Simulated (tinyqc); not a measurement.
## MOSFET in the linear regime without short-channel effects, parameter extraction from computed curves: extraction methods against the body factor

Inversion charge Q = Cox n Vt W0(exp((Vg - VT)/(n Vt))), W0 the Lambert function and n = nf; u = Q/Cox; mobility mu = mu0/(1 + th1 u + th2 u^2); channel resistance Rch = (L - dL)/(W mu Q); Id = Vd/(Rch + Rsd/W). Cox = eps0 eox/tox. Small Vd, no channel-length or drain effects.

From the continuous curve Id(Vg): tangent at peak gm (V_ext = Vg - Id/gm); constant current Id = 0.1 uA W/L; peak of d2Id/dVg2; Y = Id/sqrt(gm) drawn through Vg = VT + 0.6 and VT + 0.8 V, with intercept VT_Y and slope s. Mobilities gm,max L/(W Cox Vd) and s^2 L/(W Cox Vd) with the drawn L. Last column: share of Rsd/W in the total resistance at VT + 0.8 V.

Inputs (values chosen for the exercise); channel values of the order met in silicon transistors:
```
symbol,value,unit,meaning
T,300,K,temperature
eox,3.9,,relative permittivity of the gate insulator (close to silicon dioxide)
tox,1.5,nm,insulator thickness
mu0,320,cm^2/(V s),low-field mobility
th1,0.43,1/V,first mobility attenuation factor
th2,0,1/V^2,second mobility attenuation factor
VT,0.35,V,threshold voltage
W,10,um,gate width
L,0.067,um,drawn gate length
dL,0.016,um,drawn less effective length
Rsd,570,ohm um,source plus drain resistance
Vd,0.01,V,drain voltage
```

Constants: q = 1.602176634e-19 C, kB = 1.380649e-23 J/K, Vt = kB T/q, eps0 = 8.8541878128e-14 F/cm where lengths are in cm. Results are converted to the units shown.

Extraction methods against the body factor:
columns A: nf; B: V_ext (V); C: constant current (V); D: second derivative (V); E: VT_Y (V); F: mobility from gm (cm^2/(V s)); G: mobility from Y (cm^2/(V s)); H: series share (%)
```
A        B      C      D      E    F    G     H
1    0.314  0.340  0.325  0.393  143  387  81.8
1.1  0.308  0.335  0.321  0.394  137  384  81.7
1.2  0.303  0.330  0.318  0.395  131  381  81.6
1.3  0.297  0.325  0.314  0.395  126  377  81.6
1.4  0.291  0.319  0.309  0.396  122  374  81.5
1.5  0.285  0.314  0.305  0.396  118  370  81.4
1.6  0.279  0.308  0.300  0.396  114  367  81.3
1.7  0.273  0.302  0.296  0.396  110  364  81.2
```

The model has VT = 0.35 V and mu0 = 320 cm^2/(V s). Over the table the extracted thresholds move by 41 mV (tangent), 38 mV (constant current), 29 mV (second derivative), 3.9 mV (Y function). The mobility from gm falls from 143 to 110 and that from Y falls from 387 to 364 cm^2/(V s).

Computed by the program tinyqc: `OMP_NUM_THREADS=1 python tinyqc.py 2210076 2210077 out.jsonl`, one thread of a shared Intel Xeon 2.30GHz, about 0.01 s for the whole run.
